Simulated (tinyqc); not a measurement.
Short-channel transistor, virtual-source model with series resistance: one step of the calculation.

The current per gate width is the charge at the top of the source barrier (the virtual source) times its velocity times a saturation function; al and be are fitting constants of the model. Units: I in uA/um, Rs in ohm um, so I Rs = 1e-6 I Rs in volts; Q in uC/cm^2, so I = 1e-4 Q vx0 Fsat with vx0 in cm/s.

Task. What the series resistance costs. Intrinsic voltages Vg' = Vgs - I Rs, Vd' = Vds - 2 I Rs. n = n0 + nd Vd', VT = VT0 - dl Vd', Ff = 1/(1 + exp((Vg' - VT + al Vt/2)/(al Vt))), Q = Cinv n Vt ln(1 + exp((Vg' - VT + al Vt Ff)/(n Vt))), Vdsat = (vx0 L/mu)(1 - Ff) + Vt Ff, Fsat = u/(1 + u^be)^(1/be) with u = Vd'/Vdsat, and I = Q vx0 Fsat per width. I0 is the current for Rs = 0. Effective velocity I/Q; transit time L Q/I.

Parameters, values chosen for the exercise:
```
symbol,value,unit,meaning
T,350,K,temperature
Cinv,3.01,uF/cm^2,inversion capacitance
vx0,3.01e7,cm/s,velocity at the virtual source
mu,180,cm^2/(V s),apparent mobility
L,12,nm,channel length
VT0,0.46,V,threshold at zero drain voltage
dl,0.066,V/V,drain-induced barrier lowering
n0,1.34,,subthreshold factor
nd,0,1/V,growth of n with drain voltage
al,3.5,,threshold shift (in units of Vt) from weak to strong inversion
be,1.4,,sharpness of saturation
Rs,150,ohm um,series resistance of each contact
Vgs,0.7,V,gate voltage
Vds,0.35,V,drain voltage
```

Constants: q = 1.602176634e-19 C, kB = 1.380649e-23 J/K, Vt = kB T/q. Results are converted to the units shown.

converged I = 727.76423 uA/um
I0 = 1879.1526 uA/um

Find: loss against I0; effective velocity; transit time.

Result.

loss against I0 = 61.272 %
effective velocity = 1.5589e7 cm/s
transit time = 0.076980 ps

Computed by the program tinyqc: `OMP_NUM_THREADS=1 python tinyqc.py 2380014 2380015 out.jsonl`, one thread of a shared Intel Xeon 2.30GHz, about 0.01 s for the whole run.
